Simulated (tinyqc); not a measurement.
Electron-beam lithography: double-Gaussian proximity function, edge placement and dose correction for parallel lines: one step, computed by the program tinyqc. Command: `OMP_NUM_THREADS=1 python tinyqc.py 3111723 3111724 out.jsonl proximity walk`. One thread of a shared host (Intel(R) Xeon(R) Processor @ 2.30GHz), about 0.01 s of CPU time with the checks.

Lines are infinitely long. Absorbed energy is counted so that the middle of a very large area written at dose 1 receives 1; the resist develops where it exceeds 1/2.

Problem. Interaction matrix. f(r) = [exp(-r^2/alpha^2)/alpha^2 + eta exp(-r^2/beta^2)/beta^2]/(pi (1 + eta)). A line from a to b at dose d gives E(x) = d [S(alpha) + eta S(beta)]/(1 + eta), S(s) = [erf((b - x)/s) - erf((a - x)/s)]/2. M_ij is the mean of E at the two edges of line i from line j at dose 1.

Inputs (values chosen for the exercise, of the order of those for 10 keV electrons in resist on silicon): forward range alpha = 0.029 micrometre; backscatter range beta = 1.1 micrometre; backscatter ratio eta = 0.9.

Lines (micrometre):

| line | left edge | right edge | centre |
|---|---|---|---|
| 1 | 0.000 | 1.300 | 0.6500 |
| 2 | 1.369 | 1.462 | 1.4155 |
| 3 | 1.521 | 1.606 | 1.5635 |
| 4 | 1.816 | 1.884 | 1.8500 |
| 5 | 2.294 | 2.365 | 2.3295 |

Give: M.

Solution.

M:
```
        1       2       3       4       5
1  0.4776  0.0134  0.0111  0.0069  0.0037
2  0.1926  0.2857  0.0208  0.0141  0.0087
3  0.1635  0.0227  0.2838  0.0154  0.0106
4  0.1095  0.0193  0.0193  0.2794  0.0143
5  0.0434  0.0113  0.0127  0.0137  0.2802
```
